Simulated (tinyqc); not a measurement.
Worked calculation: inversion layer as a triangular well, valleys of the Si type. Values are carried at full precision from step to step, so a last printed digit may differ when a step is redone from the rounded ones.

Six ellipsoidal valleys with their long axes along the cube axes, mass ml along the axis and mt across it. For a valley whose axis makes the angle theta with the surface normal, 1/m_z = cos^2(theta)/ml + sin^2(theta)/mt sets the confinement; in the plane the masses are m_1 = mt and m_2 = ml mt/m_z, and m_d = sqrt(m_1 m_2).

Constants: e^2/(4 pi eps0) = 14.39964547 eV angstrom; hbar^2/2m0 = 3.80998211 eV angstrom^2; kB = 8.617333262e-05 eV/K.

Values chosen for the exercise (near those of Si; shifted at random, so the results belong to these values and not to a real crystal):

| symbol | value | unit | meaning |
|---|---|---|---|
| ml | 0.899 | m0 | longitudinal mass |
| mt | 0.188 | m0 | transverse mass |
| face | 100 |  | surface |
| eps | 11.5 |  | dielectric constant |
| Ns | 0.84 | x 1e12/cm^2 | electron sheet density |
| Nd | 0.96 | x 1e12/cm^2 | depletion charge |
| eta | 0.5 |  | share of Ns in the effective field |
| T | 150 | K | temperature |
| tox | 27 | angstrom | SiO2-equivalent oxide thickness |

## Valley masses on the (100) face

Group the valleys by their angle to the normal, heaviest m_z first.

Valleys (masses in m0):

| valleys g | cos^2(theta) | m_z | m_1 | m_2 | m_d |
|---|---|---|---|---|---|
| 2 | 1.0000 | 0.8990 | 0.1880 | 0.1880 | 0.1880 |
| 4 | 0.0000 | 0.1880 | 0.1880 | 0.8990 | 0.4111 |

The 2 valleys with the heaviest m_z will give the lowest ladder of subbands.

## Effective field

The field is taken as constant, e F = 4 pi (e^2/4 pi eps0)(Nd + eta Ns)/eps, with 1e12/cm^2 = 1e-4/angstrom^2, and the oxide as a hard wall at z = 0; c = hbar^2/2m0.

Find e F, and F in MV/cm (1 MV/cm = 0.01 V/angstrom).

e F = 0.00217142 eV/angstrom
F = 0.2171 MV/cm

## Subband ladders

Level j of a valley lies at E_j = a_j (c (e F)^2/m_z)^(1/3) above the band edge at the surface, with the Airy zeros a_j = 2.338107, 4.087949, 5.520560, 6.786708, 7.944134, 9.022651, 10.040174, 11.008524, 11.936016, 12.828777, and has <z> = 2 E_j/(3 e F).

The ten lowest levels of all groups of valleys together, j = 0, 1, ..., c = hbar^2/2m0; primes mark the groups with lighter m_z.

Subbands:

| label | valleys g | m_d (m0) | E (eV) | <z> (angstrom) |
|---|---|---|---|---|
| 0 | 2 | 0.1880 | 0.0634 | 19.48 |
| 0' | 4 | 0.4111 | 0.1069 | 32.82 |
| 1 | 2 | 0.1880 | 0.1109 | 34.06 |
| 2 | 2 | 0.1880 | 0.1498 | 45.99 |
| 3 | 2 | 0.1880 | 0.1842 | 56.54 |
| 1' | 4 | 0.4111 | 0.1869 | 57.38 |
| 4 | 2 | 0.1880 | 0.2156 | 66.19 |
| 5 | 2 | 0.1880 | 0.2448 | 75.17 |
| 2' | 4 | 0.4111 | 0.2524 | 77.49 |
| 6 | 2 | 0.1880 | 0.2725 | 83.65 |

The second subband is 0', 43.4 meV above the first.

## Fermi level and populations

Subband i holds n_i = g m_d/(2 pi c) kB T ln(1 + exp((EF - E_i)/kB T)) (spin included), and EF is fixed by sum n_i = Ns over the levels listed or, where none are listed, over j = 0 to 9 of each group; 1e12/cm^2 = 1e-4/angstrom^2.

Solve for EF; c = hbar^2/2m0. The mean distance is sum n_i <z>_i/Ns.

EF = 0.0518 eV

Populations:

| label | (EF - E)/kB T | n (1e12/cm^2) | share (%) |
|---|---|---|---|
| 0 | -0.90 | 0.693 | 82.5 |
| 0' | -4.26 | 0.125 | 14.8 |
| 1 | -4.57 | 0.021 | 2.5 |
| 2 | -7.58 | 0.001 | 0.1 |
| 3 | -10.24 | 0.000 | 0.0 |
| 1' | -10.45 | 0.000 | 0.0 |
| 4 | -12.67 | 0.000 | 0.0 |
| 5 | -14.93 | 0.000 | 0.0 |
| 2' | -15.52 | 0.000 | 0.0 |
| 6 | -17.07 | 0.000 | 0.0 |

mean distance from the surface = 21.87 angstrom

The lowest subband holds 82.5 % of the electrons and is partly degenerate (EF within a few kB T of its edge).

## Effect on the gate capacitance

The charge sits at the mean distance <z> from the surface, which adds (3.9/eps) <z> to the oxide thickness; C/Cox = tox/(tox + 3.9 <z>/eps). The density-of-states term is left out.

added thickness = 7.42 angstrom
C/Cox = 0.785

## Checks

- Lowest level by finite differences against the Airy formula, eV: both 0.0634.

(tinyqc, `OMP_NUM_THREADS=1 python tinyqc.py 1251306 1251307 out.jsonl`, Intel(R) Xeon(R) Processor @ 2.30GHz, 1 thread, shared host, about 0.03 s.)
